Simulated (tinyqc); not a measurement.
Lattice vibrations of a chain, step by step. One step of it, computed by the program tinyqc.

Problem. Frequencies. omega^2 are the eigenvalues; wavenumber = 521.4708 sqrt(eigenvalue) 1/cm.

D(q) (eV/(angstrom^2 u)):
$$\begin{pmatrix}
0.550544 & -0.489457+0.009144i & -0.226558+0.036774i \\
-0.489457-0.009144i & 1.524306 & -0.547132+0.009458i \\
-0.226558-0.036774i & -0.547132-0.009458i & 0.617304
\end{pmatrix}$$

Give: eigenvalues; wavenumbers; weights |e|^2 of the mass-weighted modes.

Solution.

eigenvalues: [0.0019, 0.8101, 1.8802]

wavenumbers (1/cm): [22.9, 469.3, 715.0]

weights |e|^2 of the mass-weighted modes, order atom 1, atom 2, atom 3:
$$\begin{pmatrix}
0.4199 & 0.5055 & 0.0746 \\
0.1877 & 0.0031 & 0.8092 \\
0.3924 & 0.4915 & 0.1162
\end{pmatrix}$$
